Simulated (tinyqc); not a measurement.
Inside a calculation: band offset of a heterojunction with an interface dipole (two-band chains, self-consistent charge). Values are carried at full precision from step to step, so a last printed digit may differ when a step is redone from the rounded ones.

Sites alternate A, C. Left: A at -G1/2, C at +G1/2, hopping -t1; right: A at D - G2/2, C at D + G2/2, hopping -t2; the bonds across the two interfaces of a ring (C left to A right, C right to A left) have -sqrt(t1 t2). D is the offset of the mid-gaps, so Ev(right) - Ev(left) = D - (G2 - G1)/2 and Ec(right) - Ec(left) = D + (G2 - G1)/2. The closing bond has its sign reversed (antiperiodic ring). Half the levels are filled with two electrons each. The charge moved is q = (electrons on the left) less one a site; the mean over the two interfaces, q/2, is taken as the charge that crosses each, and its dipole opposes the offset: D = D0 - u q/2.

Parameters, chosen for this exercise (gaps near those of InGaAs and InP; the chains and D0 are free models, so the offsets are not those of the real pair; shifted at random, so the results belong to these values and not to a real crystal):
- G1 = 0.77 eV (gap on the left)
- G2 = 1.33 eV (gap on the right)
- t1 = 2.68 eV (hopping on the left)
- t2 = 2.18 eV (hopping on the right)
- D0 = 0.3 eV (mid-gap of the right side above that of the left, without dipole)
- n = 3 (cells a side in the small ring)
- u = 4.4 eV (potential step per electron moved across)
- mx = 0.8 (mixing)

## The small ring at D = D0

Fill in H.

H (eV), lower triangle:
```
         AL1      CL1      AL2      CL2      AL3      CL3      AR1      CR1      AR2      CR2      AR3     CR3
AL1  -0.3850
CL1  -2.6800   0.3850
AL2        0  -2.6800  -0.3850
CL2        0        0  -2.6800   0.3850
AL3        0        0        0  -2.6800  -0.3850
CL3        0        0        0        0  -2.6800   0.3850
AR1        0        0        0        0        0  -2.4171  -0.3650
CR1        0        0        0        0        0        0  -2.1800   0.9650
AR2        0        0        0        0        0        0        0  -2.1800  -0.3650
CR2        0        0        0        0        0        0        0        0  -2.1800   0.9650
AR3        0        0        0        0        0        0        0        0        0  -2.1800  -0.3650
CR3   2.4171        0        0        0        0        0        0        0        0        0  -2.1800  0.9650
```

## Levels and site charges

Diagonalise, fill the lower half with two electrons each, and sum the electrons on the left (L) less one a site.

levels (eV): -5.0406  -4.3288  -3.3196  -3.1742  -1.2535  -1.1308  1.3918  1.6482  3.5555  3.6616  4.6948  5.0957

electrons on the sites: AL1 1.2060, CL1 0.8436, AL2 1.1844, CL2 0.8474, AL3 1.1825, CL3 0.8426, AR1 1.2272, CR1 0.7156, AR2 1.2571, CR2 0.7137, AR3 1.2582, CR3 0.7216

q = 0.1065 electrons

Electrons move to the left, the side whose mid-gap lies lower.

## Self-consistent offset

From here on the ring has 24 cells a side.

Start at D = D0; D(out) = D0 - u q(D)/2; D(new) = D + mx (D(out) - D); stop when |D(out) - D| < 1e-7 eV.

Iterations:

| i | D (eV) | q | D(out) (eV) | D(out) - D |
|---|---|---|---|---|
| 0 | 0.30000 | 0.15512 | -0.04127 | -0.341 |
| 1 | 0.02699 | 0.01378 | 0.26968 | 0.243 |
| 2 | 0.22114 | 0.11369 | 0.04989 | -0.171 |
| 3 | 0.08414 | 0.04301 | 0.20539 | 0.121 |
| 4 | 0.18114 | 0.09291 | 0.09560 | -0.0855 |
| 5 | 0.11270 | 0.05765 | 0.17317 | 0.0605 |
| 6 | 0.16108 | 0.08254 | 0.11840 | -0.0427 |
| 7 | 0.12694 | 0.06496 | 0.15709 | 0.0301 |
| 8 | 0.15106 | 0.07737 | 0.12978 | -0.0213 |
| ... | ... | ... | ... | ... |
| 40 | 0.14108 | 0.07224 | 0.14108 | -3.10e-07 |
| 41 | 0.14108 | 0.07224 | 0.14108 | 2.19e-07 |
| 42 | 0.14108 | 0.07224 | 0.14108 | -1.55e-07 |
| 43 | 0.14108 | 0.07224 | 0.14108 | 1.09e-07 |
| 44 | 0.14108 | 0.07224 | 0.14108 | -7.72e-08 |

D = 0.1411 eV

Converged at i = 44: the dipole removes 53 % of the starting offset.

## Linear response

chi = (q(+h) - q(-h))/(2h) at D = 0 with h = 0.01 eV; S = 1/(1 + u chi/2); linear estimate D = S D0.

chi = 0.51061 1/eV
S = 0.4710
linear estimate of D = 0.1413 eV

The self-consistent value is 0.1411 eV, -0.2 meV from the estimate. At D = 0 no net charge crosses: the mid-gaps are the neutrality levels of these symmetric chains.

## The line-up

Ev(right) - Ev(left) = D - (G2 - G1)/2 and Ec(right) - Ec(left) = D + (G2 - G1)/2, for D0, for the self-consistent D and for D = 0. Type I: the offsets have opposite signs; type III: one valence edge lies above the other conduction edge; else type II.

Offsets (eV):

| case | D | valence | conduction | type |
|---|---|---|---|---|
| no dipole | 0.300 | 0.020 | 0.580 | type II (staggered) |
| self-consistent | 0.141 | -0.139 | 0.421 | type I (straddling) |
| neutrality levels aligned | 0.000 | -0.280 | 0.280 | type I (straddling) |

The dipole changes the type of the junction.

## Checks

- q at D = 0 against zero, as particle-hole symmetry demands: both 0.000000.
- q at the self-consistent D on 24 against 48 cells a side: both 0.0722.

(tinyqc, `OMP_NUM_THREADS=1 python tinyqc.py 1482448 1482449 out.jsonl`, Intel(R) Xeon(R) Processor @ 2.30GHz, 1 thread, shared host, about 0.5 s.)
